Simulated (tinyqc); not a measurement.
Inter-valley coupling by envelope functions against a chain of atomic planes: sweeps and comparisons. A value that a table varies takes the place of the one given here.

Chain: E(phi) = e0 + 2 v cos(phi) + 2 u cos(2 phi), cos(phi0) = -v/(4u), e0 = 2u + v^2/(4u); plane j = 0, 1, ... has the potential V_j = dE x_j + F (j - 30) a/4 (1 MV/m = 1e-4 V/angstrom). There are 30 barrier planes a side; with y = j - 29.5, x_j = xb (f(y) + f(Nw - y)), f(y) = 1/(1 + exp(y/L)), plus any Ge added in the well. The valley splitting is the spacing of the two lowest levels. Envelope theory: F_j solves a one-valley chain with hopping -b and diagonal 2b + V_j, b = 4u sin^2(phi0), sum F_j^2 = 1; the valleys couple by Dv = sum_j F_j^2 V_j exp(-2 i phi0 j) and split by 2|Dv|.

Inputs chosen for the exercise (near those of the Delta valleys of silicon in a SiGe well; the results hold for these values, not for the real material):
```
symbol  value  unit      meaning
a       5.431  angstrom  lattice constant; planes lie a/4 apart
u       0.648  eV        second-neighbour hopping
v       0.617  eV        nearest hopping
Nw      65               planes in the well
L       1      planes    interface width
xb      0.2              Ge fraction of the barriers
dE      0.59   eV        offset per unit Ge fraction
F       5      MV/m      field
xs      0.05             Ge fraction added on that plane
xw      0.012            mean Ge fraction of the wiggle
x0      4677             start of the number sequence
na      4000             atoms a plane under the dot
js      68               plane j of a Ge spike (the well starts at j = 30)
```

## Position of the spike

The spike is moved through the well; position counted from the first well plane, j - 30.

Against position:
```
j - 30  F_j^2, smooth  mean of the doublet (meV)  splitting, chain (micro-eV)  envelope  first order
3             0.01375                      21.51                          719       712          812
8             0.02815                      21.88                         1471      1459         1661
13            0.03687                      22.14                         1986      1976         2175
20            0.03502                      22.11                         1924      1918         2066
26            0.02546                      21.83                         1363      1359         1502
32            0.01523                      21.54                          789       787          898
42            0.00453                      21.26                          231       229          267
52            0.00088                      21.17                           45        44           52
62            0.00008                      21.15                            2         2            4
```

What does this show?

The splitting is largest at plane 13 among these rows (1986 micro-eV), and the smooth envelope peaks at plane 16, counting all planes; without a spike it is 2.1. Where the splitting exceeds 20 micro-eV the envelope theory lies within 1.0 % of the chain and first order within 16 %.

## A periodic Ge profile (wiggle well)

periods (planes): pi/phi0 1.73459, pi/(pi - phi0) 2.36130

Added fraction xw (1 - cos(2 pi (j - 30)/p)) on the well planes; p = f times the resonant period pi/(pi - phi0). At resonance the estimate is dE xw.

Against period:
```
f     p (planes)  mean of the doublet (meV)  splitting, chain (micro-eV)  envelope
0.90      2.1252                      28.03                          348       364
0.95      2.2432                      27.82                         2516      2610
0.98      2.3141                      27.94                         5830      5946
0.99      2.3377                      28.05                         6638      6669
1.00      2.3613                      28.10                         6941      6907
1.01      2.3849                      28.05                         6665      6634
1.02      2.4085                      27.95                         5936      5937
1.05      2.4794                      27.81                         3035      2996
1.10      2.5974                      27.98                          641       605
1.50      3.5420                      28.09                           24        22
3.00      7.0839                      28.11                            5         5
```

What can be read from the table?

The splitting peaks at f = 1 with 6.94 meV, against the estimate dE xw = 7.08 meV, and is 0.84 and 0.86 of the value at f = 1 two per cent off to either side: the width of the resonance is set by the number of periods under the envelope. At f = 3 it is 5 micro-eV. The chain has one orbital a plane and knows only this resonance; longer periods that work through other bands are outside it.

## Random alloy fluctuations

A uniform fraction x is added on all planes. Each plane j then fluctuates by q sqrt(x_j (1 - x_j)/na) in Ge fraction, q = sqrt12 (z/2147483647 - 1/2) with z(new) = 16807 z mod 2147483647 from x0, restarted for each row; 24 samples. Theory: Dv is a complex Gaussian with sigma^2 = dE^2 sum F_j^4 x_j (1 - x_j)/na, and the mean splitting is sqrt(pi) sigma if the smooth part is negligible.

Splitting (micro-eV):
```
x     sigma  sqrt(pi) sigma  mean of 24  least  largest
0.00   34.2            60.7        59.0   13.6    124.1
0.01  156.3           277.1       275.0   37.5    633.1
0.02  217.3           385.2       382.2   78.8    884.1
0.05  335.8           595.2       590.1  157.8   1368.6
0.10  461.1           817.3       809.7  239.9   1881.4
```

What does this show, and why?

Without added Ge the disorder sits in the barriers, where the state is small: mean 59.0 micro-eV, against 2.1 for the smooth well. With 5 % Ge in the well the mean is 590, theory 595, with a statistical error of about 11 % for 24 samples; the miss is -1 %, and since every row reuses one sequence the rows with added Ge miss alike. The spread grows with the mean: at 5 % the samples run from 158 to 1369, so small splittings remain possible. sigma falls as 1/sqrt(na) for larger dots. A chain with one orbital a plane has no Bloch-function factor, which scales all these couplings down in fuller models.

## What each parameter does

Chain with the spike on plane js. Each row changes one parameter from the base and keeps the others.

Results:
```
case            level (meV)  splitting (micro-eV)
base                 21.342                 390.9
Nw = 71              21.329                 394.2
L = 1.5 planes       21.764                 419.4
xb = 0.25            21.770                 421.9
dE = 0.649 eV        21.548                 438.9
F = 7 MV/m           26.010                 222.1
js = 71              21.278                 261.5
xs = 0.065           21.391                 488.3
```

What does this show?

The largest shifts from the base row, up to three for each result and ties (the steps differ in size, so this ranks the rows, not the parameters). level (meV): F +4.668, xb +0.428, L +0.422. splitting (micro-eV): F -168.8, js -129.4, xs +97.4.

Run: tinyqc, `OMP_NUM_THREADS=1 python tinyqc.py 1452451 1452452 out.jsonl`; Intel(R) Xeon(R) Processor @ 2.30GHz, one thread, shared host; about 0.1 s of CPU time with all checks.
